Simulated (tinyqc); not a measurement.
LDA (VWN5) atom on a uniform radial grid, spin-unpolarised, for O, step by step. Computed by tinyqc, a small Python program that keeps every step. Settings: Z = 8, points = 256, R = 11.3, functional = lda,vwn, mixing = 0.4, iteration cap = 72. Command: `OMP_NUM_THREADS=1 python tinyqc.py 26152 26153 out.jsonl` (the two numbers bound the seeds that draw the settings). One thread of a shared host (Intel(R) Xeon(R) Processor @ 2.60GHz), about 1 s of CPU time with the checks.

Spherical atom on a uniform radial grid r_j = j h with h = R/(N + 1), h sum u^2 = 1 and integrals as h times sums, u(0) = u(R) = 0 (atomic units):
```
parameter            value
Z                        8
points N               256
R                11.300000
h                 0.043969
mixing            0.400000
electrons in 1s          2
electrons in 2s          2
electrons in 2p          4
```

Three-point differences turn -u''/2 + [l(l+1)/2r^2 - Z/r + V] u = e u into a tridiagonal matrix (diagonal 1/h^2 + potential, off-diagonal -1/2h^2). D = sum f u^2; the Hartree potential y/r solves y'' = -D/r with y(0) = 0, y(R) = N_e; v_xc comes from rho = D/(4 pi r^2); E = sum f e - int D V + int D (V_H/2 + eps_xc); V(new) = V + mixing (V_H + v_xc - V).

Stop when input and output potentials agree to 1e-7.

Course of the cycle (hartree):
```
iteration             E       e(1s)      e(2s)      e(2p)  largest |V(out) - V(in)|
1          -64.27726872  -31.067045  -7.939074  -8.021014                  2.14e+01
2          -70.08961322  -23.965068  -4.253463  -3.890088                  1.03e+01
3          -72.05433277  -20.527850  -2.472760  -1.978895                  4.60e+00
4          -72.53157684  -19.004892  -1.629643  -1.115521                  1.89e+00
5          -72.60688755  -18.390648  -1.238923  -0.729016                  7.71e-01
6          -72.61586866  -18.149794  -1.054769  -0.550133                  3.50e-01
7          -72.61747911  -18.044742  -0.961262  -0.460013                  1.83e-01
8          -72.61797520  -17.991049  -0.910044  -0.410790                  1.03e-01
9          -72.61814785  -17.960801  -0.880857  -0.382756                  6.04e-02
10         -72.61820820  -17.943098  -0.863978  -0.366537                  3.56e-02
11         -72.61822919  -17.932603  -0.854168  -0.357104                  2.10e-02
...                 ...         ...        ...        ...                       ...
25         -72.61824034  -17.917156  -0.840474  -0.343904                  1.31e-05
26         -72.61824034  -17.917151  -0.840471  -0.343901                  7.70e-06
27         -72.61824034  -17.917149  -0.840469  -0.343900                  4.53e-06
28         -72.61824034  -17.917147  -0.840468  -0.343899                  2.66e-06
29         -72.61824034  -17.917146  -0.840467  -0.343898                  1.56e-06
30         -72.61824034  -17.917146  -0.840467  -0.343898                  9.18e-07
31         -72.61824034  -17.917146  -0.840467  -0.343898                  5.39e-07
32         -72.61824034  -17.917145  -0.840467  -0.343897                  3.16e-07
33         -72.61824034  -17.917145  -0.840467  -0.343897                  1.85e-07
34         -72.61824034  -17.917145  -0.840467  -0.343897                  1.08e-07
35         -72.61824034  -17.917145  -0.840467  -0.343897                  6.34e-08
```

Can the last value be used, and what does the course show?

As the converged value on this grid, yes; not as the energy of the atom. Converged in 35 iterations. A uniform grid resolves the cusp poorly: for a bare nucleus this grid gives 1s at -31.06705 against -Z^2/2 = -32 hartree. Before convergence this energy mixes input and output and is not variational, so it may rise towards its limit.
